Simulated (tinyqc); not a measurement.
Bandgap voltage reference from two bipolar transistors: two steps of the calculation.

Two transistors of area 1 and N carry the same current I. Is(T) = Is (T/T0)^eta exp[(Vg0 q/kB)(1/T0 - 1/T)], VBE1 = Vt ln(I/Is(T)) + I rb, VBE2 = Vt ln(I/(N Is(T))) + I rb/N. The amplifier forces I R1(T) = VBE1 - VBE2 + Vos, with R(T) = R (1 + tc (T - T0)) for both resistors, and the output is Vref = VBE1 + I R2(T). Base currents and the Early effect are neglected.

Inputs (values chosen for the exercise); values of the order met in silicon bipolar transistors: reference temperature T0 = 300 K; band-gap voltage extrapolated to 0 K Vg0 = 1.21 V; temperature exponent of the saturation current eta = 3; saturation current of the unit transistor at T0 Is = 9.1e-18 A; area ratio of the second transistor N = 10; resistor across which the difference of VBE falls, at T0 R1 = 24 kohm; temperature coefficient of both resistors tc = 0 ppm/K; offset of the amplifier Vos = 0 mV; series resistance of the unit transistor rb = 0 ohm; output resistor at T0 R2 = 230.7 kohm; temperature T = 358 K.

Constants: q = 1.602176634e-19 C, kB = 1.380649e-23 J/K. Results are converted to the units shown.

Problem 1. Operating point at another temperature. Vt = kB T/q; I = (Vt ln N + Vos)/(R1(T) - rb (1 - 1/N)).

Give: Vt; I; Is(T); VBE1; I R2; Vref.

Solution 1.

Vt = 0.030850 V
I = 2.9598 uA
Is(T) = 3.0377e-14 A
VBE1 = 0.56748 V
I R2 = 0.68282 V
Vref = 1.2503 V

From T0 to T, VBE1 changes by -113 mV and I R2 by 111 mV, which leaves -2.61 mV in Vref.

Problem 2. Resistor for zero slope at T0, ideal case. With tc = 0, Vos = 0 and rb = 0 the current is proportional to T, dVBE/dT = (VBE - Vg0 - (eta - 1) Vt)/T, and Vref has zero slope at T0 when Vref = Vg0 + (eta - 1) Vt0. Find VBE1, its slope, that Vref, R2/R1 and the curvature d2Vref/dT2 = -(eta - 1) kB/(q T0).

Give: VBE1; dVBE/dT; Vref; R2/R1; curvature.

Solution 2.

VBE1 = 0.6807 V
dVBE/dT = -1.937 mV/K
Vref = 1.262 V
R2/R1 = 9.760
curvature = -0.5745 uV/K^2

tinyqc, about 0.02 s, one thread, Intel Xeon 2.30GHz (shared host): `OMP_NUM_THREADS=1 python tinyqc.py 2062160 2062161 out.jsonl`
